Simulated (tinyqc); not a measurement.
Spin coating of a resist or spin-on film: centrifugal thinning, evaporation and the final thickness (Emslie and Meyerhofer models): one step, computed by the program tinyqc. Command: `OMP_NUM_THREADS=1 python tinyqc.py 3113497 3113498 out.jsonl spincoat walk`. One thread of a shared host (Intel(R) Xeon(R) Processor @ 2.30GHz), about 0.06 s of CPU time with the checks.

A Newtonian film stays uniform over the wafer; solvent and solids have the same density and the concentration is uniform through the thickness.

Task: Rates. omega = 2 pi f/60; nu(c) = nu_s + k c^gamma; evaporation rate e = e0 sqrt(f/1000 rpm). Flow constant K = 2 omega^2/(3 nu(c0)); Reynolds number of the air omega R^2/nu_air with nu_air = 15 mm^2/s.

Inputs (values chosen for the exercise, of the order of those of a polymer resist in an ester solvent):
```
quantity                                 value          unit
solids volume fraction c0                 0.31             -
kinematic viscosity of the solvent nu_s    2.5        mm^2/s
viscosity constant k                      1200        mm^2/s
viscosity exponent gamma                   2.6             -
spin speed f                              2500           rpm
evaporation rate at 1000 rpm e0          0.051  micrometre/s
wafer radius R                              50            mm
```

Give: omega; nu(c0); evaporation rate e; flow constant K; Reynolds number of the air.

Result:

omega = 261.8 1/s

nu(c0) = 59.61 mm^2/s

evaporation rate e = 0.08064 micrometre/s

flow constant K = 7.665e-04 1/(micrometre^2 s)

Reynolds number of the air = 43633
